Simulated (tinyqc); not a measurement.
Thin-body transistor below threshold, two-dimensional Poisson equation on a small mesh: two steps of the calculation.

A thin body on a thick buried insulator of low permittivity, taken as carrying no normal field at the bottom of the body (row 0). Mobile charge is neglected (subthreshold), the body is fully depleted, and potentials are counted from the intrinsic level; rows run upward to the gate, columns from source to drain.

Inputs (values chosen for the exercise):
- T = 325 K (temperature)
- Vbi = 0.51 V (potential of the source)

Constants: q = 1.602176634e-19 C, kB = 1.380649e-23 J/K, Vt = kB T/q. Results are converted to the units shown.

Question 1. Gauss-Seidel sweep. Free nodes: rows 0..4, columns 1..5, taken row by row from row 0, left to right. t = (up psi(above) + dn psi(below) + lat [psi(left) + psi(right)] + s)/(up + dn + 2 lat), with the newest neighbours; psi(new) = t.

psi at the start (fixed values on the edges, free nodes linear between source and drain columns) (V):
```
	j=0	j=1	j=2	j=3	j=4	j=5	j=6
row 0	0.5100000	0.6266670	0.7433330	0.8600000	0.9766670	1.0933330	1.2100000
row 1	0.5100000	0.6266670	0.7433330	0.8600000	0.9766670	1.0933330	1.2100000
row 2	0.5100000	0.6266670	0.7433330	0.8600000	0.9766670	1.0933330	1.2100000
row 3	0.5100000	0.6266670	0.7433330	0.8600000	0.9766670	1.0933330	1.2100000
row 4	0.3450000	0.4033330	0.4616670	0.5200000	0.5783330	0.6366670	0.6950000
row 5	0.1800000	0.1800000	0.1800000	0.1800000	0.1800000	0.1800000	0.1800000
```

```
row	up	dn	lat	s (V)
0	36.137500	0	1.9265306	0
1	36.137500	36.137500	3.8530612	0
2	36.137500	36.137500	3.8530612	0
3	54.444444	36.137500	6.3714286	0
4	54.444444	54.444444	8.8897959	0
```

Wanted: psi after iteration 1.

Answer 1.

psi after iteration 1 (V):
```
	j=0	j=1	j=2	j=3	j=4	j=5	j=6
row 0	0.510	0.627	0.743	0.860	0.977	1.093	1.210
row 1	0.510	0.627	0.743	0.860	0.977	1.093	1.210
row 2	0.510	0.627	0.743	0.860	0.977	1.093	1.210
row 3	0.510	0.509	0.588	0.671	0.755	0.839	1.210
row 4	0.345	0.353	0.391	0.434	0.477	0.520	0.695
row 5	0.180	0.180	0.180	0.180	0.180	0.180	0.180
```

Question 2. Barrier, swing and barrier lowering. The barrier is read along row 0, the path farthest from the gate. Take the node j of lowest psi: barrier Vbi - psi_j; swing Vt ln 10/(d psi_j/dVg); DIBL = (d psi_j/dVd)/(d psi_j/dVg). The derivatives solve the same equations with s = 0 and a unit change of that voltage.

converged psi (V):
```
	j=0	j=1	j=2	j=3	j=4	j=5	j=6
row 0	0.5100000	0.3327019	0.2607571	0.2674677	0.3642586	0.6345485	1.2100000
row 1	0.5100000	0.3270854	0.2565639	0.2626654	0.3550092	0.6182800	1.2100000
row 2	0.5100000	0.3094852	0.2442010	0.2486678	0.3275351	0.5669916	1.2100000
row 3	0.5100000	0.2774665	0.2244010	0.2267375	0.2829386	0.4726755	1.2100000
row 4	0.3450000	0.2352116	0.2047754	0.2058776	0.2377106	0.3459911	0.6950000
row 5	0.1800000	0.1800000	0.1800000	0.1800000	0.1800000	0.1800000	0.1800000
```

d psi/dVg on row 0: j=0 0.00000000, j=1 0.55349235, j=2 0.80513551, j=3 0.87137099, j=4 0.80513551, j=5 0.55349235, j=6 0.00000000
d psi/dVd on row 0: j=0 0.0000000, j=1 0.0076490, j=2 0.0235026, j=3 0.0643145, j=4 0.1713619, j=5 0.4388586, j=6 1.0000000

Give: j; barrier; swing; DIBL.

Answer 2.

j = 2
barrier = 0.24924 V
swing = 80.095 mV/decade
DIBL = 29.191 mV/V

Computed by the program tinyqc: `OMP_NUM_THREADS=1 python tinyqc.py 2480141 2480142 out.jsonl`, one thread of a shared Intel Xeon 2.30GHz, about 0.1 s for the whole run.
